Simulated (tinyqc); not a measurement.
Worked calculation: hydrogenic donor in a hard-walled well (variational). Values are carried at full precision from step to step, so a last printed digit may differ when a step is redone from the rounded ones.

Constants: Ry = 13.60569312 eV; a0 (Bohr radius) = 0.5291772105 angstrom; hbar^2/2m0 = 3.80998211 eV angstrom^2; e^2/(4 pi eps0) = 14.39964547 eV angstrom.

Inputs chosen for the exercise (near those of Ge, with one mean mass; not measured data): m = 0.122 m0 (mass); eps = 15.8 (dielectric constant); L = 248 angstrom (well width); zi = 21 angstrom (position of the donor from the centre); lam = 95 angstrom (trial length); lams = (39, 50, 61, 71, 86, 103, 128) angstrom (trial lengths).

## Bulk donor

Ry* = Ry m/eps^2, a* = a0 eps/m, and the subband energy c (pi/L)^2/m with c = hbar^2/2m0.

Ry* = 6.649 meV
a* = 68.53 angstrom
subband energy = 5.01 meV

## One trial length

Trial function cos(pi z/L) exp(-r/lam), r measured from the donor at zi, walls at +/- L/2, one eps everywhere. Counted from the lowest subband, E(lam) = c/(m lam^2) - (q/eps) I0/I1, with I0 the integral of cos^2(pi z/L) exp(-2|z - zi|/lam) over the well and I1 the same with the factor (|z - zi| + lam/2); c = hbar^2/2m0, q = e^2/(4 pi eps0). The binding energy is -E at the minimum.

Evaluate I0, I1 and both terms.

I0 = 61.950 angstrom
I1 = 4595.8 angstrom^2
kinetic term = 3.460 meV
Coulomb term = -12.285 meV
E = -8.825 meV

## Scan and minimum

E for each trial length, then the minimum.

Scan:

| lam (angstrom) | kinetic (meV) | Coulomb (meV) | E (meV) |
|---|---|---|---|
| 39 | 20.532 | -25.442 | -4.909 |
| 50 | 12.492 | -20.577 | -8.085 |
| 61 | 8.393 | -17.464 | -9.072 |
| 71 | 6.195 | -15.455 | -9.260 |
| 86 | 4.222 | -13.280 | -9.058 |
| 103 | 2.944 | -11.534 | -8.591 |
| 128 | 1.906 | -9.740 | -7.833 |

best lam = 71.3 angstrom
binding energy = 9.26 meV
in Ry* = 1.393

At L = 3.62 a* this donor is bound more strongly than in the bulk.

## Checks

- Binding at the centre of a very wide well (200 a*) against Ry*, meV: both 6.65.
- Binding in a very thin well (a*/2000) against 4 Ry*, meV: both 26.6.

(tinyqc, `OMP_NUM_THREADS=1 python tinyqc.py 1251342 1251343 out.jsonl`, Intel(R) Xeon(R) Processor @ 2.30GHz, 1 thread, shared host, about 0.02 s.)
